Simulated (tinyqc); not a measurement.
Rapid thermal processing of a wafer: radiative balance, ramp and cooling, pattern effects, pyrometer error and spike budget: one step, computed by the program tinyqc. Command: `OMP_NUM_THREADS=1 python tinyqc.py 3112601 3112602 out.jsonl rtp walk`. One thread of a shared host (Intel(R) Xeon(R) Processor @ 2.30GHz), about 0.04 s of CPU time with the checks.

The wafer is opaque and uniform through its thickness unless said otherwise; temperatures in formulas are in kelvin (C + 273.15). sigma = 5.670374419e-12 W/(cm^2 K^4).

Problem. Power to hold and to ramp. Effective emissivity between parallel grey plates: eps_eff = 1/(1/eps + 1/(1 - r) - 1). Loss per area q(T) = 2 eps_eff sigma (T^4 - T_w^4) + h (T - T_w). Absorbed power during a ramp = q(T) + C d x ramp rate; thermal time constant tau = C d/(dq/dT), dq/dT = 8 eps_eff sigma T^3 + h; natural cooling rate q/(C d); front-to-back difference under one-sided heating at the end of the ramp = (absorbed power) d/(2 k).

Inputs (values chosen for the exercise, modelled on a hot silicon wafer):

| quantity | value | unit |
|---|---|---|
| wafer thickness d | 775 | micrometre |
| heat capacity per volume C | 2.14 | J/(cm^3 K) |
| thermal conductivity k | 0.22 | W/(cm K) |
| emissivity eps of each face | 0.68 | - |
| reflectivity of the chamber walls r | 0.015 | - |
| gas heat-transfer coefficient h, both faces together | 0.77 | mW/(cm^2 K) |
| wall temperature T_w | 350 | K |
| process temperature | 957 | C |
| ramp rate | 48 | K/s |

Give: eps_eff; holding power q; power at the end of the ramp; dq/dT; time constant tau; natural cooling rate; front-to-back difference.

Solution.

eps_eff = 0.6730

holding power q = 18.04 W/cm^2

power at the end of the ramp = 26.00 W/cm^2

dq/dT = 57.60 mW/(cm^2 K)

time constant tau = 2.879 s

natural cooling rate = 108.8 K/s

front-to-back difference = 4.580 K

Radiation carries 96 % of the loss. The ramp needs 1.4 times the holding power.
